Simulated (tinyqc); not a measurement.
Trap density by the high-low method.

Problem. In depletion, where minority carriers are negligible, a MOS capacitor has 1/C_LF = 1/Cox + 1/(Cd + q Dit) and 1/C_HF = 1/Cox + 1/Cd. Find Cd and Dit.

Constants: q = 1.602176634e-19 C. Results are converted to the units shown.

Cox, C_LF, C_HF (uF/cm^2): [1.1139140, 0.071020950, 0.069473833]

Solution. Removing Cox from each series combination leaves Cd + q Dit and Cd; their difference over q is Dit.

Cd = 0.07410 uF/cm^2
Dit = 1.100e10 cm^-2 eV^-1

Numbers from tinyqc (`OMP_NUM_THREADS=1 python tinyqc.py 2060166 2060167 out.jsonl`; about 0.01 s on one thread of a shared Intel Xeon 2.30GHz).
